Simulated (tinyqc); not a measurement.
## Electron continuity equation in a given potential, Scharfetter-Gummel discretisation: three discretisations compared

Steady state in one dimension: J = q mu n E + q D dn/dx with E = -dpsi/dx and D = mu Vt, dJ/dx = q (n/tau - G), fixed densities nL and nR at the ends. The potential is given, psi = U x/L, and is not changed by the electrons.

8 equal intervals. Fluxes J_i = (q D/h)(n_(i+1) P_i - n_i Q_i), d_i = (psi_(i+1) - psi_i)/Vt: Scharfetter-Gummel P = B(d), Q = B(-d), B(d) = d/(exp(d) - 1); central P = 1 - d/2, Q = 1 + d/2; upwind P = 1 + max(-d, 0), Q = 1 + max(d, 0). Balance at each inner node: J_i - J_(i-1) = q h (n_i/tau - G). The reference is Scharfetter-Gummel on 1600 intervals.

Parameters, values chosen for the exercise; mobility that of a made-up semiconductor:
```
symbol,value,unit,meaning
T,450,K,temperature
mu,1610,cm^2/(V s),electron mobility
L,0.62,um,length of the region
nL,6.2e12,cm^-3,density at x = 0
nR,0,cm^-3,density at x = L
tau,2.3e-11,s,lifetime
G,4e23,cm^-3 s^-1,uniform generation rate
U,-0.58,V,potential difference psi(L) - psi(0)
```

Constants: q = 1.602176634e-19 C, kB = 1.380649e-23 J/K, Vt = kB T/q. Results are converted to the units shown.

Densities (cm^-3):
```
node  Scharfetter-Gummel   central    upwind  reference
0               6.200e12  6.200e12  6.200e12   6.200e12
1               2.026e12  1.474e12  2.916e12   2.029e12
2               1.247e12  1.148e12  1.680e12   1.250e12
3               9.761e11  9.630e11  1.140e12   9.790e11
4               7.788e11  7.787e11  8.338e11   7.812e11
5               5.890e11  5.904e11  6.053e11   5.908e11
6               3.968e11  3.979e11  4.004e11   3.980e11
7               2.005e11  2.012e11  2.008e11   2.012e11
8                      0         0         0          0
```

What does the table show?

Largest errors as a share of the largest reference density listed: Scharfetter-Gummel 0.054 %, central 9.0 %, upwind 14 %. The largest |d| is 1.87. Upwinding stays positive but acts as if D were larger by the factor 1 + |d|/2, up to 1.93 here.

Range of the model: The drift velocity mu E exceeds 1e7 cm/s somewhere, where real mobilities no longer stay constant.

Program tinyqc, `OMP_NUM_THREADS=1 python tinyqc.py 2220122 2220123 out.jsonl`; Intel Xeon 2.30GHz, shared host, one thread, about 0.01 s.
